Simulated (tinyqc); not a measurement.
# Mobility from the current

Inverse problem. A Schottky diode carries J = q Nc [vR vD/(vR + vD)] exp(-phi/Vt) [exp(V/Vt) - 1]. A* = 4 pi q me m0 kB^2/h^3 (times 1e-4 for A/(cm^2 K^2)); Nc = 2 (2 pi me m0 kB T/h^2)^1.5 (times 1e-6 for cm^-3); vR = A* T^2/(q Nc). Find vR, vD and mun.

Parameters, values chosen for the exercise; band and dielectric values close to those of gallium nitride: temperature T = 400 K; electron mass me = 0.197 m0; barrier height seen from the metal phi = 0.79 eV; bias V = 0.12 V.

Constants: q = 1.602176634e-19 C, kB = 1.380649e-23 J/K, h = 6.62607015e-34 J s, m0 = 9.1093837015e-31 kg, Vt = kB T/q. Results are converted to the units shown.

J = 0.010890407 A/cm^2
vD/mun = 31896.683 V/cm

Answer. J gives the effective velocity v, and 1/vD = 1/v - 1/vR.

vR = 6.998e6 cm/s
vD = 3.190e7 cm/s
mun = 1000 cm^2/(V s)

Numbers from tinyqc (`OMP_NUM_THREADS=1 python tinyqc.py 2640039 2640040 out.jsonl`; about 0.01 s on one thread of a shared Intel Xeon 2.30GHz).
